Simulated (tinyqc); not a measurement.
Worked calculation: extended Hueckel theory, for H4. One step of it, computed by the program tinyqc.

Problem. Mulliken analysis. P = C n C^T; charge = valence electrons (H 1) minus the sum of (P S)_ii on the atom; overlap population = 2 sum P_ij S_ij between two atoms.

coefficients, order 1H 1s, 2H 1s, 3H 1s, 4H 1s:
$$\begin{pmatrix}
0.346047 & 0.503528 & 0.657824 & 0.846936 \\
0.346047 & 0.503528 & -0.657824 & -0.846936 \\
0.346047 & -0.503528 & 0.657824 & -0.846936 \\
0.346047 & -0.503528 & -0.657824 & 0.846936
\end{pmatrix}$$

occupations: [2.000000, 2.000000, 0.000000, 0.000000]

overlap S, order 1H 1s, 2H 1s, 3H 1s, 4H 1s:
$$\begin{pmatrix}
1.000000 & 0.536873 & 0.332718 & 0.218120 \\
0.536873 & 1.000000 & 0.218120 & 0.332718 \\
0.332718 & 0.218120 & 1.000000 & 0.536873 \\
0.218120 & 0.332718 & 0.536873 & 1.000000
\end{pmatrix}$$

Give: charges; Overlap populations.

Solution.

charges: 1H 0.000, 2H 0.000, 3H 0.000, 4H 0.000

Overlap populations:
```
pair      value
2-1    0.801635
3-1   -0.178060
3-2   -0.116731
4-1   -0.116731
4-2   -0.178060
4-3    0.801635
```
